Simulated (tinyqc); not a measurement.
Sweep of a biaxial (001) stress: six-band Luttinger-Kohn model with strain.

Six-band Luttinger-Kohn model in the basis |3/2,3/2>, |3/2,1/2>, |3/2,-1/2>, |3/2,-3/2>, |1/2,1/2>, |1/2,-1/2>, electron energies, zero at the top of the unstrained valence band. H = -[rows: (P+Q, -S, R, 0, -S/r2, r2 R); (-S*, P-Q, 0, R, -r2 Q, r32 S); (R*, 0, P-Q, S, r32 S*, r2 Q); (0, R*, S*, P+Q, -r2 R*, -S*/r2); (-S*/r2, -r2 Q, r32 S, -r2 R, P+Dso, 0); (r2 R*, r32 S*, r2 Q, -S/r2, 0, P+Dso)], r2 = sqrt(2), r32 = sqrt(3/2). Levels are twofold.

P = c g1 k^2 - av tr(e); Q = c g2 (kx^2 + ky^2 - 2 kz^2) - (b/2)(exx + eyy - 2 ezz); R = c sqrt3 [-g2 (kx^2 - ky^2) + 2i g3 kx ky] + (sqrt3/2) b (exx - eyy) - i d exy; S = 2 c sqrt3 g3 (kx - i ky) kz - d (exz - i eyz); c = hbar^2/2m0, e the strain tensor (not engineering shear).

s11 = (C11 + C12)/((C11 - C12)(C11 + 2 C12)), s12 = -C12/((C11 - C12)(C11 + 2 C12)), s44 = 1/C44; exx = s11 sxx + s12 (syy + szz) and cyclic, exy = s44 sxy/2; tension is positive. A uniaxial stress X along the unit vector n is s_ij = X n_i n_j.

Constants: hbar^2/2m0 = 3.80998211 eV angstrom^2.

Inputs chosen for the exercise (near those of Si; shifted at random, so the results belong to these values and not to a real crystal):
- Dso = 0.044 eV (spin-orbit splitting)
- g1 = 4.26 (Luttinger gamma1)
- g2 = 0.34 (gamma2)
- g3 = 1.45 (gamma3)
- av = 2.41 eV (valence hydrostatic potential)
- b = -2.16 eV (tetragonal shear potential)
- d = -4.66 eV (trigonal shear potential)
- C11 = 161.2 GPa
- C12 = 65.8 GPa
- C44 = 77.4 GPa
- load = biaxial (001) (kind of stress)

Edges at k = 0 and curvature masses of the top pair along [100] and [001] (step 0.0002 1/angstrom); at zero stress the top is fourfold and has no single curvature.

Edges and masses:
```
X (GPa)  top (eV)  second (eV)  third (eV)  splitting (meV)  m [100]  m [001]
-1.50      0.0093      -0.0154     -0.1120             24.7    0.217    0.279
-1.00      0.0062      -0.0160     -0.0835             22.2    0.217    0.279
-0.50      0.0031      -0.0130     -0.0588             16.1    0.217    0.279
0.00       0.0000       0.0000     -0.0440              0.0        -        -
0.50       0.0239      -0.0031     -0.0401             26.9    0.270    0.186
1.00       0.0520      -0.0062     -0.0404             58.2    0.275    0.181
1.50       0.0815      -0.0093     -0.0422             90.8    0.277    0.180
```

What does the comparison show, and why?

The splitting reaches 24.7 meV under compression and 90.8 meV under the same tension; linear shear terms alone would make the two equal, and the difference comes from the coupling to the split-off band. At the ends of the sweep the top pair has a mass along [100] of 0.217 under compression and 0.277 under tension, so compression gives the lighter holes along [100]; along [001] it has 0.279 and 0.180. The top edge itself moves by +9 and +82 meV.

tinyqc: `OMP_NUM_THREADS=1 python tinyqc.py 1080680 1080681 out.jsonl`; about 0.04 s, one thread, shared Intel(R) Xeon(R) Processor @ 2.30GHz.
